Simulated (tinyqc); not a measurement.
Band offset of a heterojunction with an interface dipole (two-band chains, self-consistent charge): sweeps and comparisons. A value that a table varies takes the place of the one given here.

Sites alternate A, C. Left: A at -G1/2, C at +G1/2, hopping -t1; right: A at D - G2/2, C at D + G2/2, hopping -t2; the bonds across the two interfaces of a ring (C left to A right, C right to A left) have -sqrt(t1 t2). D is the offset of the mid-gaps, so Ev(right) - Ev(left) = D - (G2 - G1)/2 and Ec(right) - Ec(left) = D + (G2 - G1)/2. The closing bond has its sign reversed (antiperiodic ring). Half the levels are filled with two electrons each. The charge moved is q = (electrons on the left) less one a site; the mean over the two interfaces, q/2, is taken as the charge that crosses each, and its dipole opposes the offset: D = D0 - u q/2.

From here on the ring has 24 cells a side.

Inputs chosen for the exercise (gaps near those of GaN and AlN; the chains and D0 are free models, so the offsets are not those of the real pair; shifted at random, so the results belong to these values and not to a real crystal): G1 = 3.25 eV (gap on the left); G2 = 5.89 eV (gap on the right); t1 = 2.01 eV (hopping on the left); t2 = 1.92 eV (hopping on the right); u = 6 eV (potential step per electron moved across); D0 = -2.43 eV (mid-gap of the right side above that of the left, without dipole).

## Where the moved charge sits

D = -1.86702 eV

Electrons in cell k from an interface at the self-consistent D, less those at D = 0. Interface 1 joins C left to A right, interface 2 C right to A left. The decay lengths 1/(2 kappa a) are those of mid-gap states, cosh(kappa a) = 1 + G^2/(8 t^2).

Change of the electron count:

| k | left of 1 | right of 1 | left of 2 | right of 2 |
|---|---|---|---|---|
| 1 | -0.05244 | 0.05812 | -0.10909 | 0.12068 |
| 2 | -0.00688 | 0.00248 | -0.01481 | 0.00591 |
| 3 | -0.00116 | 0.00013 | -0.00248 | 0.00032 |
| 4 | -0.00021 | 0.00001 | -0.00044 | 0.00002 |
| 5 | -0.00004 | 0.00000 | -0.00008 | 0.00000 |
| 6 | -0.00001 | 0.00000 | -0.00002 | 0.00000 |

decay lengths (cells): left 0.635, right 0.354

Over six cells interface 1 moves -0.0607 electrons to the left side and +0.0607 to the right, interface 2 -0.1269 and +0.1269: each change is a dipole, and the two differ because the bonds join different sites. The first cells hold 91 % of it at interface 1. The tail is longer on the left, where the gap is smaller against the hopping: from k = 2 to 4 it falls by a factor 33, and pure mid-gap decay would give 23.4; the exponential carries a prefactor that falls as a power of the distance, so the first cells drop faster.

## Screening of the starting offset

chi = 0.089596 1/eV

D0 is varied; the self-consistent D is found by bisection. chi = dq/dD at D = 0; the linear rule is D = S D0 with S = 1/(1 + u chi/2). The gap of the junction closes (type III) at |D| = (G1 + G2)/2.

Against D0:

| 2 D0/(G1 + G2) | D0 (eV) | q at D0 | D (eV) | D/D0 | linear (eV) |
|---|---|---|---|---|---|
| -0.85 | -3.885 | -0.5611 | -2.8737 | 0.7398 | -3.0616 |
| -0.55 | -2.514 | -0.2770 | -1.9278 | 0.7670 | -1.9810 |
| -0.30 | -1.371 | -0.1307 | -1.0718 | 0.7817 | -1.0806 |
| -0.15 | -0.685 | -0.0624 | -0.5392 | 0.7865 | -0.5403 |
| 0.10 | 0.457 | 0.0412 | 0.3599 | 0.7874 | 0.3602 |
| 0.25 | 1.143 | 0.1069 | 0.8954 | 0.7837 | 0.9005 |
| 0.50 | 2.285 | 0.2431 | 1.7607 | 0.7706 | 1.8009 |
| 0.80 | 3.656 | 0.5018 | 2.7233 | 0.7449 | 2.8815 |
| 0.95 | 4.341 | 0.7010 | 3.1650 | 0.7290 | 3.4218 |

D/D0 lies between 0.729 and 0.787, against S = 0.788 from chi at D = 0; the linear rule misses by at most 257 meV. q is odd in D. Less than half of the starting offset is screened, so the natural line-up still counts most.

## Wider gaps screen less

G2 is varied. chi = (q(+0.01) - q(-0.01))/0.02 at D = 0, S = 1/(1 + u chi/2).

Against G2:

| G2 (eV) | chi (1/eV) | S |
|---|---|---|
| 0.7 | 0.26915 | 0.5533 |
| 1.1 | 0.23988 | 0.5815 |
| 1.5 | 0.21649 | 0.6063 |
| 2.3 | 0.18005 | 0.6493 |
| 3.4 | 0.14322 | 0.6995 |
| 5.5 | 0.09613 | 0.7762 |
| 7.0 | 0.07371 | 0.8189 |
| 9.0 | 0.05282 | 0.8632 |

chi falls from 0.2691 to 0.0528 1/eV, a factor 5.1, and S rises from 0.553 to 0.863: charge crosses through the tails of states that tunnel into the other gap, and these shorten as the gap widens. u is kept fixed, though a wider gap also screens less and would raise it.

## What each parameter does

Self-consistent D by bisection, q there, and the two offsets. Each row changes one parameter from the base and keeps the others.

Results:

| case | D (eV) | q | valence offset (eV) | conduction offset (eV) |
|---|---|---|---|---|
| base | -1.8670 | -0.1877 | -3.1870 | -0.5470 |
| G1 = 3.737 eV | -1.9006 | -0.1765 | -2.9771 | -0.8241 |
| G2 = 6.773 eV | -1.9319 | -0.1660 | -3.6934 | -0.1704 |
| t1 = 2.311 eV | -1.8569 | -0.1910 | -3.1769 | -0.5369 |
| t2 = 2.208 eV | -1.8537 | -0.1921 | -3.1737 | -0.5337 |
| D0 = -2.794 eV | -2.1295 | -0.2215 | -3.4495 | -0.8095 |
| u = 6.9 eV | -1.8076 | -0.1804 | -3.1276 | -0.4876 |

The largest shifts from the base row, up to three for each result and ties (the steps differ in size, so this ranks the rows, not the parameters). D (eV): D0 -0.2625, G2 -0.0649, u +0.0594. q: D0 -0.0338, G2 +0.0216, G1 +0.0112. valence offset (eV): G2 -0.5064, D0 -0.2625, G1 +0.2099. conduction offset (eV): G2 +0.3766, G1 -0.2771, D0 -0.2625.

Computed by tinyqc, a small Python program: `OMP_NUM_THREADS=1 python tinyqc.py 1480173 1480174 out.jsonl` (the numbers bound the seed that draws the inputs); one thread of a shared host (Intel(R) Xeon(R) Processor @ 2.30GHz), about 0.5 s for the whole set of steps.
